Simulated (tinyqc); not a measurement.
CMOS inverter, nodal equation and switching: effect of the supply voltage.

An n-channel pull-down (bn, VTn) and a p-channel pull-up (bp, VTp) share the input Vin and the output node Vout, which carries the load C. Transistor (EKV form, voltages against the body): I = 2 n b Vt^2 [F(vp - Vs) - F(vp - Vd)] from drain to source, F(v) = ln^2(1 + exp(v/(2 Vt))), vp = (Vg - VT + sg |Vd - Vs|)/n. n-channel bodies are at 0; for the p-channel device all voltages are counted down from Vdd. b in uA/V^2 gives I in uA. Static: In = Ip. Transient: C dVout/dt = Ip - In. No velocity saturation, no gate capacitance beyond C.

VM solves In = Ip with Vin = Vout; VIL and VIH are the inputs of gain -1, NML = VIL - Vout(VIH), NMH = Vout(VIL) - VIH. For a step input the delay to Vdd/2 is tHL = C times the integral of dV/(In - Ip) from Vdd/2 to Vdd at Vin = Vdd, and tLH likewise with Ip - In from 0 to Vdd/2 at Vin = 0.

Parameters, values chosen for the exercise:
- T = 300 K (temperature)
- n = 1.13 (slope factor)
- sg = 0.031 (drain-induced barrier lowering)
- VTn = 0.36 V (n-channel threshold)
- VTp = 0.28 V (p-channel threshold (magnitude))
- bn = 540 uA/V^2 (gain factor of the pull-down transistor)
- bp = 540 uA/V^2 (gain factor of the pull-up transistor)
- C = 0.25 fF (load capacitance)

Constants: q = 1.602176634e-19 C, kB = 1.380649e-23 J/K, Vt = kB T/q. Results are converted to the units shown.

Effect of the supply voltage:
```
Vdd (V),VM (V),gain at VM,NML (V),NMH (V),tHL (ps),tLH (ps)
0.2,0.1375,-11.02,0.1105,0.03048,6817,521.9
0.3,0.1886,-25.17,0.1584,0.07845,401.0,51.00
0.4,0.2388,-30.86,0.2058,0.1258,42.51,11.43
0.5,0.2888,-31.99,0.2518,0.1718,10.78,4.835
0.6,0.3388,-32.20,0.2953,0.2153,4.841,2.816
0.8,0.4388,-32.25,0.3703,0.2903,1.992,1.448
1,0.5388,-32.26,0.4300,0.3500,1.192,0.9539
1.2,0.6388,-32.26,0.4825,0.4025,0.8378,0.7068
```

As Vdd goes from 0.2 to 1.2 V, VM rises from 0.138 to 0.639 V, the size of the gain rises from 11.0 to 32.3, tHL falls from 6820 to 0.838 ps and tLH falls from 522 to 0.707 ps. The smaller margin is largest, 0.402 V, at Vdd = 1.2 V among the rows. For Vdd = 0.8 to 1.2 V the overdrive passes 0.5 V, where velocity saturation, left out here, would lengthen the delays of short devices. For Vdd = 0.2 to 0.3 V the supply is below a threshold, where mismatch, left out here, dominates margins and delay.

Computed by the program tinyqc: `OMP_NUM_THREADS=1 python tinyqc.py 2340137 2340138 out.jsonl`, one thread of a shared Intel Xeon 2.30GHz, about 0.04 s for the whole run.
